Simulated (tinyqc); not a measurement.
Inside a calculation. Model: deep-level transient spectroscopy (DLTS) of one majority-carrier trap. Computed by tinyqc, a small Python program that keeps every step. Command: `OMP_NUM_THREADS=1 python tinyqc.py 3001799 3001800 out.jsonl dlts walk`. One thread of a shared host (Intel(R) Xeon(R) Processor @ 2.30GHz), about 0.07 s of CPU time with the checks. Intermediate numbers are printed to about 6 digits and carried at full precision; extremes and crossings named in words are read from the listed rows.

A filling pulse loads the traps in a one-sided junction; under reverse bias they empty at the rate e, and the capacitance relaxes as C(t) = C_0 - dC exp(-e t). The signal is S = [C(t_2) - C(t_1)]/dC.

Inputs (values chosen for the exercise, with mass and screening modelled on silicon):

| quantity | value | unit |
|---|---|---|
| density-of-states mass m | 0.827 | m_0 |
| valleys M | 1 | - |
| trap depth E_t | 0.3 | eV |
| cross-section sigma_0 | 6.9e-14 | cm^2 |
| degeneracy ratio g | 2 | - |
| gate time t_1 | 0.001 | s |
| ratio t_2/t_1 | 2.5 | - |
| temperature T | 190 | K |
| doping N | 4.5e+16 | cm^-3 |
| trap density N_t | 4e+14 | cm^-3 |
| dielectric constant eps | 11.4 | - |
| built-in voltage V_b | 0.77 | V |
| reverse bias V_r | 4.3 | V |
| diode area | 0.00086 | cm^2 |
| capture barrier E_b | 0.05 | eV |

Carriers: holes. Extra term: capture barrier.

Constants: k_B = 8.617333262e-05 eV/K; k_B = 1.380649e-23 J/K; m_0 = 9.1093837015e-31 kg; h = 6.62607015e-34 J s; eps_0 = 8.8541878128e-12 F/m; e = 1.602176634e-19 C.

## Emission rate at T

e = g sigma v N_b exp(-E/k_B T), v = sqrt(3 k_B T/m), N_b = 2 M (2 pi m k_B T/h^2)^(3/2), sigma = sigma_0 exp(-E_b/k_B T), E = E_t.

thermal velocity v = 1.02207e+07 cm/s

N_b = 9.51215e+18 cm^-3

sigma = 3.25530e-15 cm^2

E = 0.3 eV

emission rate e = 6979.72 1/s

## Rate window and signal

S(e) = exp(-e t_1) - exp(-e t_2) peaks at the rate window e_0 = ln(t_2/t_1)/(t_2 - t_1).

rate window e_0 = 610.860 1/s

peak height S_max = 0.325730

signal at T = 9.30541e-04

At this T the trap empties faster than the window, by a factor 11.4: the point lies on the high-temperature side of the peak.

## Peak temperature and width

T_p solves e(T) = e_0 (bisection between 15 and 1500 K); the half-height points solve S = S_max/2 on either side.

peak temperature T_p = 172.002 K

lower half-height point = 162.540 K

upper half-height point = 179.311 K

full width = 16.7706 K

The width is 9.8 % of T_p, and E_t is 20.2 k_B T_p.

## Peaks for six windows

t_1 is scaled by 0.1, 0.3, 1, 3, 10 and 30 at fixed t_2/t_1; each T_p by bisection.

Arrhenius data:

| t_1 (s) | e_0 (1/s) | T_p (K) | 1/(k_B T_p) (1/eV) | ln(e_0/T_p^2) |
|---|---|---|---|---|
| 0.0001 | 6108.60 | 188.922 | 61.4248 | -1.76522 |
| 0.0003 | 2036.20 | 180.469 | 64.3021 | -2.77227 |
| 0.0010 | 610.86 | 172.002 | 67.4674 | -3.88014 |
| 0.0030 | 203.62 | 164.917 | 70.3660 | -4.89462 |
| 0.0100 | 61.09 | 157.771 | 73.5528 | -6.01001 |
| 0.0300 | 20.36 | 151.754 | 76.4694 | -7.03085 |

## Arrhenius fit

Least squares of ln(e_0/T_p^2) on 1/(k_B T_p): slope -E_a, intercept ln(gamma sigma_a) with gamma = v N_b/T^2 = sqrt(3 k_B/m) 2 M (2 pi m k_B/h^2)^(3/2). For comparison, the slope of ln e_0 alone.

apparent depth E_a = 0.350000 eV

intercept = 19.7335

gamma = 2.69311e+21 cm^-2 s^-1 K^-2

apparent cross-section = 1.38000e-13 cm^2

slope without T^2 = 0.379102 eV

The apparent depth is 0.3500 eV against E_t = 0.3 eV, and the apparent cross-section is 2.00 times sigma_0 (the degeneracy ratio): the capture barrier adds to the slope, so the true depth needs a separate measurement of capture. Leaving out the T^2 factor overstates the slope by 29 meV, about 2 k_B T_p.

## Signal size and trap density

W = sqrt(2 eps eps_0 (V_b + V_r)/(e N)), C_0 = eps eps_0 area/W. The pulse goes to zero bias, W_0 = W(V_r = 0). Traps within lambda = sqrt(2 eps eps_0 (E_t - E_F)/(e^2 N)) of the depletion edge stay filled, with E_F = k_B T_p ln(N_b/N) from the band, N_b = 2 M (2 pi m k_B T_p/h^2)^(3/2) (dopants taken as fully ionised). dC = C_0 (N_t/2N) f, f = [(W - lambda)^2 - max(W_0 - lambda, 0)^2]/W^2. The simple estimate is 2 N dC/C_0.

depletion width W = 0.376777 micrometre

C_0 = 23.0392 pF

lambda = 0.0789946 micrometre

f = 0.592221

transient amplitude dC = 60.6414 fF

simple estimate of N_t = 2.36888e+14 cm^-3

The simple estimate finds 59 % of the traps.

Checks made by the program: the maximum of S(T) on a fine grid against T_p (relative difference below 1e-10).
